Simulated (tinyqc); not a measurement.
Composition profile: interdiffusion in a binary couple: Darken equations, Kirkendall shift and Boltzmann-Matano analysis. Computed by tinyqc, a small Python program. Command: `OMP_NUM_THREADS=1 python tinyqc.py 3005723 3005724 out.jsonl darken walk`. One thread of a shared host (Intel(R) Xeon(R) Processor @ 2.30GHz), about 0.01 s of CPU time with the checks.

x is the mole fraction of B; the molar volume is constant, and the two halves are long enough to count as infinite.

Inputs (values chosen for the exercise, for a model alloy A-B): tracer diffusivity D*_A(0) = 4.1e-13 m^2/s; tracer diffusivity D*_B(0) = 6.3e-13 m^2/s; slope k of ln D* with x = 0.81; regular-solution parameter W = 0.065 eV; temperature T = 1170 K; left composition x_L = 0.16; right composition x_R = 0.53; time t = 3900 s.

Vacancy-wind correction: none.

Constants: k_B = 8.617333262e-05 eV/K.

Method:
- D*_i(x) = D*_i(0) exp(k x); thermodynamic factor Phi = 1 - 2 W x (1 - x)/(k_B T); intrinsic D_i = D*_i Phi; interdiffusion D~ = x D_A + (1 - x) D_B.
- With lambda = z/sqrt(t), the profile solves d/dlambda (D~ dx/dlambda) + (lambda/2) dx/dlambda = 0 with x = x_L and x_R far to the left and right; z = 0 is the original interface. It is solved as a boundary-value problem in y = lambda/sqrt(D~ at the mean composition) on -12 < y < 12 (collocation, tolerance 1e-8).
- The last column is the error-function profile for a constant D~ taken at the mean composition.

D~ at the mean composition = 5.1924e-13 m^2/s

Profile at time t:
```
y      z (um)        x  dx/dz (1/um)  x for constant D~
-3.0  -135.00  0.16703     0.0002575            0.16627
-2.0   -90.00  0.19003     0.0008413            0.18910
-1.5   -67.50  0.21387     0.0012910            0.21344
-1.0   -45.00  0.24838     0.0017730            0.24871
-0.5   -22.50  0.29299     0.0021656            0.29388
0.0      0.00  0.34412     0.0023317            0.34500
0.5     22.50  0.39564     0.0021980            0.39612
1.0     45.00  0.44113     0.0018138            0.44129
1.5     67.50  0.47643     0.0013180            0.47656
2.0     90.00  0.50066     0.0008489            0.50090
3.0    135.00  0.52348     0.0002480            0.52373
```

What does the comparison show, and why?

At the original interface x = 0.3441, against the mean 0.3450. D~ is 0.956 times as large at x_R as at x_L, about the same at both ends.
